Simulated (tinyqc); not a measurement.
On-chip power grid, static voltage drop by conjugate gradients: course of the conjugate-gradient iteration.

A grid of 4 rows and 4 columns, node k = 4 row + column. Neighbours in a row are joined by Rx, in a column by Ry; pad nodes, which reach the supply through Rp: 0, 15. Each node draws I0, node 1 draws kh I0. The drops u = Vdd - V solve G u = i, with G the conductance matrix (1/Rp added on the diagonal at pad nodes).

G_kk = sum of the conductances at node k. Start u = 0, so the residual is r = i; z = r/G_kk (Jacobi preconditioner), p = z.

q = G p; with z = r/G_kk: a = (r.z)/(p.q); u(new) = u + a p; r(new) = r - a q; b = (r.z)(new)/(r.z); p(new) = z(new) + b p.

Stop when |r| is below 1e-9 mA.

Inputs (values chosen for the exercise): resistance of a horizontal segment Rx = 1.6 ohm; resistance of a vertical segment Ry = 1.4 ohm; resistance from a pad node to the supply Rp = 0.53 ohm; load current of an ordinary node I0 = 1.1 mA; factor on the load at the hot node kh = 1.

Course of the iteration:
```
iteration  largest u (mV)  |r| (mA)
1                 8.79685      9.77
2                 11.6898      8.56
3                 13.5940      2.18
4                 13.8274     0.386
5                 13.7131    0.0912
6                 13.7036    0.0133
7                 13.7005   6.24e-4
8                 13.7005   < 1e-12
```

Did this iteration meet its convergence test, and what does its course show?

Yes. Converged in 8 iterations for 16 unknowns; in exact arithmetic the method needs at most 16. The condition number of the scaled matrix is 44.9. Gauss-Seidel sweeps in node order need 251 to reach the same residual.

Numbers from tinyqc (`OMP_NUM_THREADS=1 python tinyqc.py 2770162 2770163 out.jsonl`; about 0.3 s on one thread of a shared Intel Xeon 2.30GHz).
